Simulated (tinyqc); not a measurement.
Worked calculation: Stoner model of a band ferromagnet. Values are carried at full precision from step to step, so a last printed digit may differ when a step is redone from the rounded ones.

Density of states per atom and spin: two humps, D(e) = (M/W) [1 - sp cos(4 pi e/W)]. Levels e -/+ I m/2 for up and down spin, m = n_up - n_down, n_up + n_down = nd. At zero temperature e(N) is the energy below which N states lie, and E(m) = sum over spins of integral e D de - I m^2/4.

Values chosen for the exercise: W = 5.8 eV (band width, e from -W/2 to W/2); M = 5 (states per atom and spin); nd = 9.11 (electrons per atom); sp = 0.33 (shape parameter); I = 1.28 eV (Stoner parameter).

## The paramagnetic state and the Stoner criterion

Find EF from nd/2 states per spin, D(EF) and the product I D(EF); below 1 the susceptibility is enhanced by 1/(1 - I D).

EF = 2.2327 eV
D(EF) = 0.8266 1/eV
I D(EF) = 1.0581

The paramagnet is unstable.

## Energy against moment

Tabulate the splitting that the band needs, e(n_up) - e(n_down), against I m, and E(m) - E(0), at nine moments up to saturation m_max = min(nd, 2M - nd).

Energy curve:
```
m      e(n_up) (eV)  e(n_down) (eV)  difference (eV)  I m (eV)  E - E(0) (meV)
0.000        2.2327          2.2327           0.0000    0.0000             0.0
0.111        2.3017          2.1670           0.1347    0.1424            -0.2
0.223        2.3746          2.1042           0.2703    0.2848            -0.8
0.334        2.4516          2.0440           0.4076    0.4272            -1.8
0.445        2.5332          1.9860           0.5472    0.5696            -3.0
0.556        2.6194          1.9298           0.6896    0.7120            -4.2
0.667        2.7100          1.8753           0.8347    0.8544            -5.4
0.779        2.8040          1.8222           0.9818    0.9968            -6.4
0.890        2.9000          1.7702           1.1298    1.1392            -7.1
```

dE/dm is half of (difference - I m), so E falls wherever I m exceeds the difference.

## The ground state

Take the lowest of E(0), the stationary points e(n_up) - e(n_down) = I m, and saturation.

m = 0.890 muB
exchange splitting I m = 1.139 eV
E - E(0) = -7.1 meV

n_up, n_down: 5.000  4.110

The moment is saturated (a strong ferromagnet): the majority band is full.

## Checks

- States in the band over M against 1: both 1.000000.

Run: tinyqc, `OMP_NUM_THREADS=1 python tinyqc.py 1652326 1652327 out.jsonl`; Intel(R) Xeon(R) Processor @ 2.30GHz, one thread, shared host; about 0.4 s of CPU time with all checks.
